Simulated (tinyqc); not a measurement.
Raman shift of the zone-centre optical phonon of a diamond-structure crystal under stress: one step, computed by the program tinyqc.

Axes x, y, z are the cube axes. Strain shifts the threefold optical mode and can split it; p, q and r are the phonon deformation potentials.

Question. Stress and strain tensors. Uniaxial stress along the unit vector n of the axis: sigma_ij = sigma n_i n_j. eps_xx = S11 sigma_xx + S12 (sigma_yy + sigma_zz), and cyclic; eps_xy = S44 sigma_xy/2 (tensor strain).

Inputs (values chosen for the exercise, modelled on silicon): stress sigma (tension positive) = 2.9 GPa.

Stress state: uniaxial. Axis: [210].

S44 = 12.55335 1/TPa

S11 = 7.695616 1/TPa

S12 = -2.128532 1/TPa

Give: stress; strain; volume strain.

Answer.

stress (GPa):
```
      x     y     z
x  2.32  1.16  0.00
y  1.16  0.58  0.00
z  0.00  0.00  0.00
```

strain (per mille):
```
       x      y      z
x  16.62   7.28   0.00
y   7.28  -0.47   0.00
z   0.00   0.00  -6.17
```

volume strain = 9.972 per mille

Caution: strains above about 1 % call for terms beyond linear order.
